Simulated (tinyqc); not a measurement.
Worked calculation: RKS/PBE in the 6-311g basis, for H-, spin multiplicity 1. The basis has no diffuse functions, so it cannot describe the extra electron: this is an exercise in the method, not the real anion. Computed by tinyqc, a small Python program that keeps every step (integrals from PySCF). Settings: charge = -1, multiplicity = 1, basis = 6-311g, energy threshold = 1e-10, iteration cap = 88, orthogonalisation = symmetric, start = atomic densities, DIIS depth = 4, method = RKS, functional = pbe,pbe, grid = [40, 26]. Command: `OMP_NUM_THREADS=1 python tinyqc.py 31914 31915 out.jsonl` (the two numbers bound the seeds that draw the settings). One thread of a shared host (Intel(R) Xeon(R) Processor @ 2.60GHz), about 0.1 s of CPU time with the checks. Later iterations appear only in the table of the cycle.

## One-electron integrals

Geometry (angstrom):
```
atom         x         y         z
H     0.000000  0.000000  0.000000
```

Basis 6-311g: exponents (1/bohr^2) and contraction coefficients of normalised primitives:
```
element  l (shell)   exponent  coefficient
H            s (1)  33.865000     0.025494
H            s (1)   5.094790     0.190373
H            s (1)   1.158790     0.852161
H            s (2)   0.325840     1.000000
H            s (3)   0.102741     1.000000
```

Overlap, kinetic and nuclear-attraction integrals over the contracted functions; the nuclear repulsion is the sum of Za Zb / Rab.

nuclear repulsion = 0 hartree

overlap S:
```
          1H 1s     1H 2s     1H 3s
1H 1s  1.000000  0.706377  0.373664
1H 2s  0.706377  1.000000  0.788963
1H 3s  0.373664  0.788963  1.000000
```

kinetic energy T (hartree):
```
          1H 1s     1H 2s     1H 3s
1H 1s  2.304348  0.549119  0.106346
1H 2s  0.549119  0.488760  0.184881
1H 3s  0.106346  0.184881  0.154112
```

nuclear attraction V (hartree):
```
           1H 1s      1H 2s      1H 3s
1H 1s  -2.111097  -1.060726  -0.514994
1H 2s  -1.060726  -0.910903  -0.582812
1H 3s  -0.514994  -0.582812  -0.511496
```

core Hamiltonian H = T + V (hartree):
```
           1H 1s      1H 2s      1H 3s
1H 1s   0.193252  -0.511607  -0.408648
1H 2s  -0.511607  -0.422143  -0.397930
1H 3s  -0.408648  -0.397930  -0.357384
```

## Two-electron integrals

Functions are numbered as in S; the eight-fold symmetry (ij|kl) = (ji|kl) = (kl|ij) leaves the list below.

Two-electron integrals (ij|kl) in chemists' order, unique and non-zero (hartree):
```
(11|11) 1.393035   (21|11) 0.822971   (21|21) 0.509703   (22|11) 0.822904
(22|21) 0.543028   (22|22) 0.644106   (31|11) 0.411256   (31|21) 0.257757
(31|22) 0.279868   (31|31) 0.130794   (32|11) 0.543681   (32|21) 0.365771
(32|22) 0.452669   (32|31) 0.189803   (32|32) 0.325140   (33|11) 0.494021
(33|21) 0.340115   (33|22) 0.445993   (33|31) 0.178035   (33|32) 0.331779
(33|33) 0.361682
```

## Orthogonalisation

S = U s U^T; symmetric (Loewdin) form X = U s^(-1/2) U^T, so that X^T S X = 1.

eigenvalues of S: 0.109211  0.629350  2.261439

X:
```
           1H 1s      1H 2s      1H 3s
1H 1s   1.366024  -0.728467   0.179565
1H 2s  -0.728467   2.045624  -0.905584
1H 3s   0.179565  -0.905584   1.539843
```

## Starting guess

The start is atomic minimal-basis densities projected into this basis (PySCF's MINAO start) and scaled to the electron count of each spin; this density is not idempotent, so its energy is not variational and may lie below the converged one.

D at the start:
```
          1H 1s     1H 2s     1H 3s
1H 1s  0.192295  0.309931  0.200780
1H 2s  0.309931  0.499532  0.323607
1H 3s  0.200780  0.323607  0.209640
```

## Iteration 1: exchange-correlation on the grid

Becke grid with 40 radial and 26 angular points per atom, points of zero weight dropped. rho = sum D_ij phi_i phi_j; V_xc,ij = sum w v_xc phi_i phi_j plus the gradient terms; v_xc is d(rho eps)/d rho at fixed gradient.

The 16 grid points with the largest w rho, of 1040 (bohr, atomic units):
```
x                  y          z         w       rho  |grad rho|^2     eps_xc       v_xc
0.000000    0.000000  -1.158819  0.130975  0.064927      0.021732  -0.362204  -0.421143
-1.158819   0.000000   0.000000  0.130975  0.064927      0.021732  -0.362204  -0.421143
0.000000   -1.158819   0.000000  0.130975  0.064927      0.021732  -0.362204  -0.421143
0.000000    0.000000   1.158819  0.130975  0.064927      0.021732  -0.362204  -0.421143
1.158819    0.000000   0.000000  0.130975  0.064927      0.021732  -0.362204  -0.421143
0.000000    1.158819   0.000000  0.130975  0.064927      0.021732  -0.362204  -0.421143
0.000000    0.000000   1.330308  0.190842  0.043976      0.009931  -0.325330  -0.368456
0.000000   -1.330308   0.000000  0.190842  0.043976      0.009931  -0.325330  -0.368456
0.000000    1.330308   0.000000  0.190842  0.043976      0.009931  -0.325330  -0.368456
1.330308    0.000000   0.000000  0.190842  0.043976      0.009931  -0.325330  -0.368456
-1.330308   0.000000   0.000000  0.190842  0.043976      0.009931  -0.325330  -0.368456
0.000000    0.000000  -1.330308  0.190842  0.043976      0.009931  -0.325330  -0.368456
0.000000    0.000000  -1.003899  0.088679  0.092133      0.042795  -0.399218  -0.475598
0.000000    0.000000   1.003899  0.088679  0.092133      0.042795  -0.399218  -0.475598
0.000000   -1.003899   0.000000  0.088679  0.092133      0.042795  -0.399218  -0.475598
0.000000    1.003899   0.000000  0.088679  0.092133      0.042795  -0.399218  -0.475598
```

electrons on the grid, sum of w rho = 2.000000

E_xc = sum of w rho eps_xc = -0.71369868 hartree

V_xc (hartree):
```
           1H 1s      1H 2s      1H 3s
1H 1s  -0.694442  -0.418115  -0.209929
1H 2s  -0.418115  -0.423740  -0.275694
1H 3s  -0.209929  -0.275694  -0.233554
```

## Iteration 1: building the Kohn-Sham matrix

J_ij = sum D_kl (ij|kl); F = H + J + V_xc; E = tr D H + tr D J / 2 + E_xc + E_nn.

Coulomb J (hartree):
```
          1H 1s     1H 2s     1H 3s
1H 1s  1.809657  1.156998  0.591347
1H 2s  1.156998  1.315450  0.913604
1H 3s  0.591347  0.913604  0.890657
```

Kohn-Sham matrix F (hartree):
```
           1H 1s     1H 2s      1H 3s
1H 1s   1.308468  0.227276  -0.027230
1H 2s   0.227276  0.469567   0.239980
1H 3s  -0.027230  0.239980   0.299719
```

total energy of this density = -0.33222603 hartree

This density is the starting one; it is not idempotent, so its energy is not variational and may lie below the converged one.

## Iteration 1: diagonalisation and new density

Diagonalise F' = X^T F X, C = X C', fill 1 alpha and 1 beta electrons from the bottom; D = 2 C_occ C_occ^T. Each column has its largest component positive (the first on a tie).

F' = X^T F X (hartree):
```
           1          2          3
1   2.172007  -1.011123   0.036344
2  -1.011123   1.302686  -0.237855
3   0.036344  -0.237855   0.379685
```

orbital energies (hartree): MO1 0.280052, MO2 0.725805, MO3 2.848522

coefficients C:
```
             MO1        MO2        MO3
1H 1s   0.137513   0.100278  -1.549181
1H 2s  -0.126219   1.514472   1.796043
1H 3s   1.044192  -1.252614  -0.751042
```

D after iteration 1:
```
           1H 1s      1H 2s      1H 3s
1H 1s   0.037820  -0.034714   0.287180
1H 2s  -0.034714   0.031863  -0.263595
1H 3s   0.287180  -0.263595   2.180675
```

## Iteration 2: exchange-correlation on the grid

As before.

The 16 grid points with the largest w rho, of 1040 (bohr, atomic units):
```
x                  y          z         w       rho  |grad rho|^2     eps_xc       v_xc
2.802009    0.000000   0.000000  1.529948  0.006563      0.000045  -0.176544  -0.216835
-2.802009   0.000000   0.000000  1.529948  0.006563      0.000045  -0.176544  -0.216835
0.000000    0.000000   2.802009  1.529948  0.006563      0.000045  -0.176544  -0.216835
0.000000    2.802009   0.000000  1.529948  0.006563      0.000045  -0.176544  -0.216835
0.000000   -2.802009   0.000000  1.529948  0.006563      0.000045  -0.176544  -0.216835
0.000000    0.000000  -2.802009  1.529948  0.006563      0.000045  -0.176544  -0.216835
-2.492498   0.000000   0.000000  1.093304  0.008786      0.000058  -0.190841  -0.241603
0.000000    0.000000   2.492498  1.093304  0.008786      0.000058  -0.190841  -0.241603
0.000000    0.000000  -2.492498  1.093304  0.008786      0.000058  -0.190841  -0.241603
0.000000   -2.492498   0.000000  1.093304  0.008786      0.000058  -0.190841  -0.241603
0.000000    2.492498   0.000000  1.093304  0.008786      0.000058  -0.190841  -0.241603
2.492498    0.000000   0.000000  1.093304  0.008786      0.000058  -0.190841  -0.241603
0.000000    0.000000   3.145435  2.144074  0.004480      0.000029  -0.160670  -0.186779
0.000000    3.145435   0.000000  2.144074  0.004480      0.000029  -0.160670  -0.186779
3.145435    0.000000   0.000000  2.144074  0.004480      0.000029  -0.160670  -0.186779
0.000000   -3.145435   0.000000  2.144074  0.004480      0.000029  -0.160670  -0.186779
```

electrons on the grid, sum of w rho = 2.000000

E_xc = sum of w rho eps_xc = -0.39617573 hartree

V_xc (hartree):
```
           1H 1s      1H 2s      1H 3s
1H 1s  -0.465024  -0.287586  -0.146820
1H 2s  -0.287586  -0.335041  -0.242417
1H 3s  -0.146820  -0.242417  -0.250493
```

## Iteration 2: building the Kohn-Sham matrix

As before.

Coulomb J (hartree):
```
          1H 1s     1H 2s     1H 3s
1H 1s  1.048651  0.709935  0.369874
1H 2s  0.709935  0.908611  0.670698
1H 3s  0.369874  0.670698  0.725338
```

Kohn-Sham matrix F (hartree):
```
           1H 1s      1H 2s      1H 3s
1H 1s   0.776880  -0.089258  -0.185595
1H 2s  -0.089258   0.151427   0.030351
1H 3s  -0.185595   0.030351   0.117460
```

total energy of this density = -0.44111170 hartree

## Iteration 2: DIIS over 2 matrices

error matrix X^T (FDS - SDF) X:
```
          1          2          3
1  0.000000  -0.058827  -0.206755
2  0.058827   0.000000  -0.156243
3  0.206755   0.156243   0.000000
```

B (overlaps of the stored error matrices):
```
                1               2
1   7.0149965e-01  -2.6934137e-01
2  -2.6934137e-01   1.4124030e-01
```

Minimise |sum c_i e_i|^2 with sum c_i = 1: solve [B -1; -1 0][c; lambda] = [0; -1] with B_ij = tr e_i^T e_j, and take F = sum c_i F_i.

DIIS coefficients: 0.297217  0.702783

extrapolated F (hartree):
```
           1H 1s     1H 2s      1H 3s
1H 1s   0.934876  0.004821  -0.138526
1H 2s   0.004821  0.245983   0.092656
1H 3s  -0.138526  0.092656   0.171631
```

## Iteration 2: diagonalisation and new density

As before.

F' = X^T F X (hartree):
```
           1          2          3
1   1.778773  -1.024091   0.017597
2  -1.024091   1.125767  -0.266588
3   0.017597  -0.266588   0.302243
```

orbital energies (hartree): MO1 0.124231, MO2 0.542147, MO3 2.540406

coefficients C:
```
            MO1        MO2        MO3
1H 1s  0.191276   0.139989  -1.540372
1H 2s  0.163950   1.420356   1.868430
1H 3s  0.764869  -1.413383  -0.800480
```

D after iteration 2:
```
          1H 1s     1H 2s     1H 3s
1H 1s  0.073173  0.062719  0.292602
1H 2s  0.062719  0.053759  0.250800
1H 3s  0.292602  0.250800  1.170048
```

## Iteration 7 (converged): orbitals

converged F (hartree):
```
           1H 1s     1H 2s      1H 3s
1H 1s   0.956861  0.018751  -0.131316
1H 2s   0.018751  0.263270   0.105404
1H 3s  -0.131316  0.105404   0.185235
```

As before.

F' = X^T F X (hartree):
```
           1          2          3
1   1.801889  -1.024394   0.018127
2  -1.024394   1.141694  -0.264801
3   0.018127  -0.264801   0.313289
```

orbital energies (hartree): MO1 0.139606, MO2 0.556157, MO3 2.561110

coefficients C:
```
            MO1        MO2        MO3
1H 1s  0.189333   0.138940  -1.540707
1H 2s  0.152058   1.425106   1.865817
1H 3s  0.777134  -1.407910  -0.798307
```

D after iteration 7:
```
          1H 1s     1H 2s     1H 3s
1H 1s  0.071694  0.057579  0.294274
1H 2s  0.057579  0.046243  0.236338
1H 3s  0.294274  0.236338  1.207874
```

## Convergence

Stop when the energy changes by less than 1e-10 hartree and every element of the error matrix X^T (F D S - S D F) X is below 3e-06.

Course of the cycle:
```
iteration  E (hartree)     change  largest element of the error matrix
1          -0.33222603          -                             4.27e-01
2          -0.44111170  -1.09e-01                             2.07e-01
3          -0.49756741  -5.65e-02                             9.86e-03
4          -0.49767531  -1.08e-04                             1.71e-04
5          -0.49767532  -1.03e-08                             5.69e-05
6          -0.49767532  -2.08e-09                             1.08e-08
7          -0.49767532  -1.11e-16                             2.01e-13
```

PySCF RKS in the same basis, fine grid = -0.49767532 hartree

Converged in 7 iterations.

## Populations

Mulliken: Z minus the diagonal of D S on the atom; Loewdin: the same with S^(1/2) D S^(1/2).

Charges (e):
```
atom   Mulliken    Loewdin
1H    -1.000000  -1.000000
```
